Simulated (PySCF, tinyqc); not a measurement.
Inside a calculation. Method: CCSD on RHF in the sto-3g basis, for BeH+, spin multiplicity 1. The lowest restricted solution is unstable here: a spin-polarised one lies 0.0161 hartree lower (PySCF). One step of it, computed by the program tinyqc.

Problem. Iteration 1: building the Fock matrix. J_ij = sum D_kl (ij|kl), K_ij = sum D_kl (ik|jl); F = H + J - 0.5 K; E = tr D H + tr D J / 2 - 0.25 tr D K + E_nn.

D at the start, order 1Be 1s, 1Be 2s, 1Be 2px, 1Be 2py, 1Be 2pz, 2H 1s:
$$\begin{pmatrix}
1.977186 & 0.003599 & 0.000000 & 0.000000 & -0.146418 & -0.130546 \\
0.003599 & 0.280463 & 0.000000 & 0.000000 & 0.457302 & 0.345986 \\
0.000000 & 0.000000 & 0.000000 & 0.000000 & 0.000000 & 0.000000 \\
0.000000 & 0.000000 & 0.000000 & 0.000000 & 0.000000 & 0.000000 \\
-0.146418 & 0.457302 & 0.000000 & 0.000000 & 0.757372 & 0.574536 \\
-0.130546 & 0.345986 & 0.000000 & 0.000000 & 0.574536 & 0.436033
\end{pmatrix}$$

core Hamiltonian H = T + V (hartree), order 1Be 1s, 1Be 2s, 1Be 2px, 1Be 2py, 1Be 2pz, 2H 1s:
$$\begin{pmatrix}
-8.139748 & -2.003010 & 0.000000 & 0.000000 & -0.008579 & -0.144324 \\
-2.003010 & -2.371896 & 0.000000 & 0.000000 & -0.087924 & -0.544256 \\
0.000000 & 0.000000 & -1.884049 & 0.000000 & 0.000000 & 0.000000 \\
0.000000 & 0.000000 & 0.000000 & -1.884049 & 0.000000 & 0.000000 \\
-0.008579 & -0.087924 & 0.000000 & 0.000000 & -1.942956 & -0.664699 \\
-0.144324 & -0.544256 & 0.000000 & 0.000000 & -0.664699 & -1.556550
\end{pmatrix}$$

Two-electron integrals (ij|kl) in chemists' order, unique and non-zero (hartree):
```
(11|11) 2.298831   (21|11) 0.392036   (21|21) 0.079539   (22|11) 0.570988
(22|21) 0.143041   (22|22) 0.417683   (31|31) 0.014607   (32|31) 0.021888
(32|32) 0.092265   (33|11) 0.569578   (33|21) 0.143083   (33|22) 0.417589
(33|33) 0.449859   (41|41) 0.014607   (42|41) 0.021888   (42|42) 0.092265
(43|43) 0.024249   (44|11) 0.569578   (44|21) 0.143083   (44|22) 0.417589
(44|33) 0.401360   (44|44) 0.449859   (51|51) 0.014607   (52|51) 0.021888
(52|52) 0.092265   (53|53) 0.024249   (54|54) 0.024249   (55|11) 0.569578
(55|21) 0.143083   (55|22) 0.417589   (55|33) 0.401360   (55|44) 0.401360
(55|55) 0.449859   (61|11) 0.027282   (61|21) 0.005537   (61|22) 0.010065
(61|33) 0.010000   (61|44) 0.010000   (61|51) 0.000514   (61|52) 0.000968
(61|55) 0.010199   (61|61) 0.000406   (62|11) 0.097316   (62|21) 0.024902
(62|22) 0.083699   (62|33) 0.080216   (62|44) 0.080216   (62|51) 0.003162
(62|52) 0.022368   (62|55) 0.090578   (62|61) 0.001926   (62|62) 0.030068
(63|31) 0.001817   (63|32) 0.009472   (63|53) 0.003484   (63|63) 0.002101
(64|41) 0.001817   (64|42) 0.009472   (64|54) 0.003484   (64|64) 0.002101
(65|11) 0.117770   (65|21) 0.030398   (65|22) 0.106219   (65|33) 0.100204
(65|44) 0.100204   (65|51) 0.004935   (65|52) 0.034125   (65|55) 0.118127
(65|61) 0.002413   (65|62) 0.042407   (65|65) 0.060688   (66|11) 0.272453
(66|21) 0.070674   (66|22) 0.266057   (66|33) 0.249295   (66|44) 0.249295
(66|51) 0.008492   (66|52) 0.082007   (66|55) 0.299162   (66|61) 0.005476
(66|62) 0.132046   (66|65) 0.194313   (66|66) 0.774606
```

nuclear repulsion = 1.09052491 hartree

Give: Coulomb J; exchange K; Fock matrix F; total energy of this density.

Solution.

Coulomb J (hartree), order 1Be 1s, 1Be 2s, 1Be 2px, 1Be 2py, 1Be 2pz, 2H 1s:
$$\begin{pmatrix}
5.4539 & 1.0057 & 0.0000 & 0.0000 & 0.0272 & 0.0717 \\
1.0057 & 1.8567 & 0.0000 & 0.0000 & 0.1682 & 0.4308 \\
0.0000 & 0.0000 & 1.8250 & 0.0000 & 0.0000 & 0.0000 \\
0.0000 & 0.0000 & 0.0000 & 1.8250 & 0.0000 & 0.0000 \\
0.0272 & 0.1682 & 0.0000 & 0.0000 & 1.9112 & 0.5653 \\
0.0717 & 0.4308 & 0.0000 & 0.0000 & 0.5653 & 1.5639
\end{pmatrix}$$

exchange K (hartree), order 1Be 1s, 1Be 2s, 1Be 2px, 1Be 2py, 1Be 2pz, 2H 1s:
$$\begin{pmatrix}
4.5789 & 0.8360 & 0.0000 & 0.0000 & -0.0049 & 0.0612 \\
0.8360 & 0.4355 & 0.0000 & 0.0000 & 0.3392 & 0.3366 \\
0.0000 & 0.0000 & 0.0843 & 0.0000 & 0.0000 & 0.0000 \\
0.0000 & 0.0000 & 0.0000 & 0.0843 & 0.0000 & 0.0000 \\
-0.0049 & 0.3392 & 0.0000 & 0.0000 & 0.5801 & 0.4847 \\
0.0612 & 0.3366 & 0.0000 & 0.0000 & 0.4847 & 0.7443
\end{pmatrix}$$

Fock matrix F (hartree), order 1Be 1s, 1Be 2s, 1Be 2px, 1Be 2py, 1Be 2pz, 2H 1s:
$$\begin{pmatrix}
-4.9753 & -1.4153 & 0.0000 & 0.0000 & 0.0211 & -0.1033 \\
-1.4153 & -0.7329 & 0.0000 & 0.0000 & -0.0894 & -0.2818 \\
0.0000 & 0.0000 & -0.1012 & 0.0000 & 0.0000 & 0.0000 \\
0.0000 & 0.0000 & 0.0000 & -0.1012 & 0.0000 & 0.0000 \\
0.0211 & -0.0894 & 0.0000 & 0.0000 & -0.3218 & -0.3418 \\
-0.1033 & -0.2818 & 0.0000 & 0.0000 & -0.3418 & -0.3648
\end{pmatrix}$$

total energy of this density = -14.513754 hartree
